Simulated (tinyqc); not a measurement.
# Bulk transistor, scale length and short-channel effects: several studies

A gate, an insulator of thickness ti and a depleted layer of depth ts on a conducting body. Below threshold the potential that source and drain add obeys Laplace's equation and vanishes on the gate and at the bottom of the depleted layer. Its lowest mode decays along the channel as exp(-k y); k is the smallest positive root of the matching condition at the interface, and the scale length is Lambda = pi/k.

Parameters, values chosen for the exercise; permittivities: semiconductor close to that of silicon, insulator close to that of silicon nitride:
```
symbol  value  unit                                     meaning
T         300     K                                 temperature
eps_r    11.6        relative permittivity of the semiconductor
ei       7.44            relative permittivity of the insulator
ti        1.9    nm                         insulator thickness
ts         16    nm                             depletion depth
L          46    nm                              channel length
Vbi      0.93     V                     potential of the source
sT       0.42     V   potential of the barrier top at threshold
Vds       0.7     V                               drain voltage
```

Constants: q = 1.602176634e-19 C, kB = 1.380649e-23 J/K, Vt = kB T/q. Results are converted to the units shown.

Each table varies one quantity; the others keep the values above.

## A higher permittivity at fixed equivalent oxide thickness

k is the smallest positive root of f(k) = eps_r sin(k ti) cos(k ts) + ei cos(k ti) sin(k ts). Along the channel psi(y) = s + a exp(y/l) + b exp(-y/l) with psi(0) = Vbi, psi(L) = Vbi + Vds and l = 1/k = Lambda/pi; with A = Vbi - s, B = A + Vds, x = exp(-L/l): a = (B - A x) x/(1 - x^2), b = (A - B x)/(1 - x^2). The minimum is s + 2 sqrt(a b), at y = (l/2) ln(b/a). The long-channel potential follows the gate as s = sT + (Vg - VTL)/m, and the threshold VT is the gate voltage at which the minimum equals sT. Swing = m Vt ln 10/g at threshold, g = d(minimum)/ds = 1 - (b x + a)/((1 + x) sqrt(a b)). DIBL = [VT(0.05 V) - VT(Vds)]/(Vds - 0.05 V). sT and Vbi are held fixed; m = 1 + eps_r ti/(ei ts) in each row. The equivalent oxide thickness 3.9 ti/ei is held at 1 nm, so ti = 1 ei/3.9 nm.

A higher permittivity at fixed equivalent oxide thickness:
```
ei   ti (nm)  Lambda (nm)  L/Lambda  DIBL (mV/V)  swing (mV/decade)
3.9   1.0000       18.782    2.4491       20.667             74.024
5     1.2821       18.797    2.4472       20.733             74.035
7.5   1.9231       18.846    2.4408       20.951             74.071
10    2.5641       18.916    2.4317       21.270             74.123
15    3.8462       19.135    2.4040       22.275             74.287
20    5.1282       19.487    2.3605       23.949             74.561
25    6.4103       20.026    2.2970       26.638             74.999
35    8.9744       21.916    2.0989       37.298             76.722
```

As ei goes from 3.9 to 35, Lambda rises from 18.8 to 21.9 nm, DIBL rises from 20.7 to 37.3 mV/V and the swing rises from 74.0 to 76.7 mV a decade. The ratio ei/ti is the same in every row, yet the insulator grows from 1.00 to 8.97 nm, and drain fields reach the channel sideways through it.

## Effect of the drain voltage

Same model as above.

The same in every row: Lambda (nm) = 18.83; L/Lambda = 2.442.

Effect of the drain voltage:
```
Vds (V)  VT - VTL at Vds (mV)  DIBL (mV/V)  swing (mV/decade)
0.2                    -32.15        24.08              73.77
0.35                   -35.42        22.92              73.83
0.5                    -38.42        21.96              73.91
0.65                   -41.22        21.13              73.99
0.8                    -43.85        20.42              74.07
0.95                   -46.35        19.79              74.16
1.1                    -48.73        19.23              74.24
```

As Vds goes from 0.2 to 1.1 V, Lambda stays at 18.8 nm, DIBL falls from 24.1 to 19.2 mV/V and the swing rises from 73.8 to 74.2 mV a decade.

## Effect of the channel length

Same model as above.

The same in every row: Lambda (nm) = 18.83.

Effect of the channel length:
```
L (nm)  L/Lambda  VT - VTL at Vds = 0.05 V (mV)  VT - VTL at Vds (mV)  DIBL (mV/V)  swing (mV/decade)
21         1.115                         -321.9                -484.3        249.9              108.9
25         1.327                         -205.4                -307.4        157.0              95.16
29         1.540                         -135.9                -202.6        102.6              86.91
35         1.858                         -76.42                -113.3        56.82              79.79
42         2.230                         -40.55                -59.92        29.80              75.47
50         2.655                         -20.19                -29.76        14.73              73.00
60         3.186                         -8.615                -12.68        6.253              71.60
71         3.770                         -3.414                -5.021        2.472              70.96
85         4.513                         -1.058                -1.556       0.7655              70.68
```

Read the table: what changes, and by how much?

From L = 21 to 85 nm, DIBL falls from 250 to 0.765 mV/V and the swing falls from 109 to 70.7 mV a decade (long-channel value 70.5). Between the last two rows the threshold shift at Vds decays with a length of 11.9 nm, against 2 Lambda/pi = 12.0 nm for a shift that goes as exp(-pi L/(2 Lambda)). DIBL first drops below 100 mV/V at L = 35 nm among the rows, L/Lambda = 1.9. For L = 21 to 25 nm L is under 1.5 Lambda, where higher modes, left out of the one-mode potential, count.

Computed by the program tinyqc: `OMP_NUM_THREADS=1 python tinyqc.py 2420029 2420030 out.jsonl`, one thread of a shared Intel Xeon 2.30GHz, about 0.01 s for the whole run.
